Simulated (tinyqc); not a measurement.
Which single mass stands for the valley: donor in an ellipsoidal valley (Kohn-Luttinger variational method). Computed by tinyqc, a small Python program. Command: `OMP_NUM_THREADS=1 python tinyqc.py 3012764 3012765 out.jsonl kohnlutt walk`. One thread of a shared host (Intel(R) Xeon(R) Processor @ 2.30GHz), about 0.04 s of CPU time with the checks.

H = -(d^2/dx^2 + d^2/dy^2) - gamma d^2/dz^2 - 2/r in units built on m_t, with gamma = m_t/m_l and z along the valley axis. One valley; no valley-orbit or central-cell term.

Inputs (values chosen for the exercise, modelled on germanium): transverse mass m_t = 0.0831 m_0; longitudinal mass m_l = 1.59 m_0; dielectric constant eps = 15.

Constants: Ry = 13.605693123 eV; a_0 = 0.529177210903 angstrom.

Method:
- Ry* = Ry m_t/eps^2, a* = a_0 eps/m_t, gamma = m_t/m_l.
- Trial function exp(-sqrt((x^2 + y^2)/a^2 + z^2/b^2)) with beta = b/a < 1: E = t/a^2 - u/a, t = (2 + gamma/beta^2)/3, u = 2 arcsin(sqrt(1 - beta^2))/sqrt(1 - beta^2); the best a is 2 t/u and E(beta) = -u^2/(4 t).
- Golden-section search on beta from 0.05 to 0.999, 60 steps.
- Gaussian basis: g = P exp(-al (x^2 + y^2) - be z^2) with P = 1 (s-like), z (2p0) or x (2p+-); al = 0.004 x 2.6^k, k = 0..11, and be/al = 1, gamma^(-1/2) or 1/gamma (36 functions); 1/r = (2/sqrt(pi)) int exp(-t^2 r^2) dt by 48 Gauss-Legendre points after t = sqrt(al_i + al_j) tan(theta); overlap eigenvalues below 1e-10 are dropped.
- A hydrogenic level is Ry m/eps^2 for one mass m; errors are against the Gaussian basis.

gamma = 0.0522642

1s binding energy, Gaussian basis = 10.4782 meV

1s binding energy, trial function = 10.4219 meV

1s binding energy:
```
rule                                      mass (m_0)  binding (meV)  error (%)
transverse mass                               0.0831          5.025     -52.04
conductivity mass 3/(2/m_t + 1/m_l)           0.1215          7.346     -29.90
density-of-states mass (m_t^2 m_l)^(1/3)      0.2223         13.440      28.27
longitudinal mass                             1.5900         96.147     817.59
trial function with a and b                        -         10.422      -0.54
mass that fits 1s                             0.1733         10.478       0.00
```

What follows from these numbers?

The conductivity mass, which is what a spherical trial function (a = b) gives, falls short by 29.9 %, as a restricted variational bound must; the density-of-states mass is off by +28.3 %. The mass that fits lies between the two.

Extremes, crossings and ranges named in words are read from the listed rows.
